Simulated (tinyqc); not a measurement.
# Read current of a NAND string, cells in series solved by shooting, step by step

Numbers from tinyqc (`OMP_NUM_THREADS=1 python tinyqc.py 2142268 2142269 out.jsonl`; about 1 s on one thread of a shared Intel Xeon 2.30GHz). Printed values are rounded.

Cells in series, numbered from 0 at the source line (0 V) to the bit line, each followed by a gap resistance Rg. A cell with gate Vg, threshold VT, source Vs and drain Vd passes I = 2 nf K Vt^2 [F(Vs) - F(Vd)]/(1 + th max(Vg - VT, 0)), F(V) = ln^2(1 + exp((Vg - VT - nf V)/(2 nf Vt))). The selected cell has Vg = Vr, the others Vg = Vp.

Values chosen for this exercise; values of the order met in vertical NAND strings: temperature T = 300 K; gain factor of a cell K = 22 uA/V^2; slope factor nf = 2.2; mobility reduction factor th = 0.17 1/V; resistance of the gap between cells Rg = 17 kohm; bit-line voltage Vbl = 0.4 V; pass voltage Vp = 6.6 V; read voltage on the selected word line Vr = 3.67 V.

Constants: q = 1.602176634e-19 C, kB = 1.380649e-23 J/K, Vt = kB T/q. Results are converted to the units shown.

## Step 1: node voltages for a trial current

first trial current = 1.7 uA
thresholds from the source end, cell 0 to 3 (V): [2.6, -2, 3.4, -2]

For a trial current I start at 0 V and, cell by cell (the selected one is cell 0), solve for the drain: sqrt(F(Vd)) = sqrt(F(Vs) - I/k), k = 2 nf K Vt^2/(1 + th max(Vg - VT, 0)), Vd = [Vg - VT - 2 nf Vt ln(exp(sqrt F) - 1)]/nf, then add I Rg.

node voltage after each cell and gap, trial 1, cell 0 to 3 (V): [0.1234640, 0.1752764, 0.2472956, 0.2998877]

## Step 2: node voltages for a trial current

second trial current = 2 uA

As before.

node voltage after each cell and gap, trial 2, cell 0 to 3 (V): [0.1477412, 0.2088868, 0.2952047, 0.3574665]

## Course of the secant iteration

Secant steps on the end voltage less Vbl, from the two trials; a trial above the saturation current of a cell has no solution and is moved halfway to the previous trial. Stop below 1e-9 V.

Course of the iteration:

| iteration | I (uA) | end voltage - Vbl (V) | halvings |
|---|---|---|---|
| 1 | 2.221611 | 1.22e-3 | 0 |
| 2 | 2.215408 | -1.55e-5 | 0 |
| 3 | 2.215486 | -5.70e-9 | 0 |
| 4 | 2.215486 | 2.88e-14 | 0 |

Converged in 4 iterations to I = 2.2155 uA. The selected cell takes 32.0 % of the bit-line voltage and the gaps together 37.7 %.
